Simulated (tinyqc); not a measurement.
Shortcuts against the integral: sheet resistance and Hall data of a diffused or implanted layer. Computed by tinyqc, a small Python program. Command: `OMP_NUM_THREADS=1 python tinyqc.py 3010915 3010916 out.jsonl layer walk`. One thread of a shared host (Intel(R) Xeon(R) Processor @ 2.30GHz), about 0.01 s of CPU time with the checks.

Carriers are taken equal to the net active doping down to the junction (full ionisation, which deep dopants in wide-gap hosts do not reach; no spill-over, no depletion), and the Hall factor is 1.

Inputs (values chosen for the exercise, modelled on donors in germanium):
```
quantity,value,unit
mu_min,313,cm^2/(V s)
mu_max,3930,cm^2/(V s)
N_ref,1.3e+17,1/cm^3
exponent alpha,0.55,-
peak concentration N_0,5.8e+18,1/cm^3
length scale l,750,nm
background doping N_B (opposite type),1.9e+17,1/cm^3
```

Profile: box. Activation: complete.

Constants: e = 1.602176634e-19 C.

Method:
- N(x) = N_0 down to x_j = l, dose N_0 l.
- Mobility mu = mu_min + (mu_max - mu_min)/(1 + (N_t/N_ref)^alpha), N_t = active doping + N_B; carriers n = active doping - N_B, all dopants active.
- Integrals from x_0 (0 unless stated) to x_j by the midpoint rule on 400 even intervals: 1/R_s = e int n mu dx; sheet density n_s = int n dx; Hall sheet density (int n mu dx)^2/int n mu^2 dx; Hall mobility int n mu^2 dx/int n mu dx.
- Mean conductivity 1/(R_s x_j); mean mobility 1/(e n_s R_s).
- Shortcuts: R_s = 1/(e Q mu) with the dose Q and the mobility at the (active) peak concentration; 1/(e n_s mu) with mu at N_t = n_s/x_j + N_B; 1/(e Q mu_max).

sheet resistance R_s = 21.0336 ohm

dose = 4.35e+14 1/cm^2

sheet density n_s = 4.20750e+14 1/cm^2

junction depth x_j = 750 nm

Sheet resistances:
```
method,R_s (ohm),deviation (%)
integral,21.034,0.000
"dose, mobility at the peak",20.345,-3.276
"n_s, mobility at the mean concentration",20.849,-0.877
"dose, mu_max",3.651,-82.642
```

The closest shortcut is «n_s, mobility at the mean concentration» (-0.9 %). 

Extremes, crossings and ranges named in words are read from the listed rows.
